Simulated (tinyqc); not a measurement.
## Threshold spread from leakage statistics

Inverse problem. VT is Gaussian with standard deviation s and Ioff goes as exp(-VT/(n Vt)), so Ioff is log-normal: mean/median = exp(w^2/2) with w = s/(n Vt). Find w, s, the relative standard deviation sqrt(exp(w^2) - 1) and the share of devices that leak more than the mean, erfc(w/(2 sqrt(2)))/2.

Parameters, values chosen for the exercise: temperature T = 273 K; subthreshold factor n = 1.35.

Constants: q = 1.602176634e-19 C, kB = 1.380649e-23 J/K, Vt = kB T/q. Results are converted to the units shown.

mean/median of the off current = 1.2477844

Answer. w = sqrt(2 ln(mean/median)); the mean lies w/2 standard deviations out in ln Ioff.

w = 0.665
s = 21.1 mV
relative standard deviation = 0.746
share above the mean = 37.0 %

Computed by the program tinyqc: `OMP_NUM_THREADS=1 python tinyqc.py 2090128 2090129 out.jsonl`, one thread of a shared Intel Xeon 2.30GHz, about 0.02 s for the whole run.
